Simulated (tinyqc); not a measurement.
Landau coefficients from the transition.

Question. u = a0 (T - T0) P^2 + be P^4 + ga P^6 (P in uC/cm^2, E in kV/cm, u in mJ/cm^3). Above the transition chi = Cw/(T - T0) with Cw = 1/(2 eps0 a0); at TC = T0 + be^2/(4 a0 ga) the polarisation jumps by sqrt(-be/(2 ga)). Find a0, be and ga.

Inputs (values chosen for the exercise):
- T0 = 600 K (Curie-Weiss temperature)

Constants: eps0 = 8.8541878128e-14 F/cm where lengths are in cm. Results are converted to the units shown.

TC = 605.121212 K
jump of P at TC = 44.3812682 uC/cm^2
Curie constant = 2.25881813e5 K

Solution. The Curie constant gives a0. At TC both u = 0 and du/dP = 0, which give ga = al/P^4 and be = -2 al/P^2 with al = a0 (TC - T0).

a0 = 0.02500 kV cm/(uC K)
be = -1.300e-4 kV cm^5/uC^3
ga = 3.300e-8 kV cm^9/uC^5

tinyqc, about 0.01 s, one thread, Intel Xeon 2.30GHz (shared host): `OMP_NUM_THREADS=1 python tinyqc.py 2860022 2860023 out.jsonl`
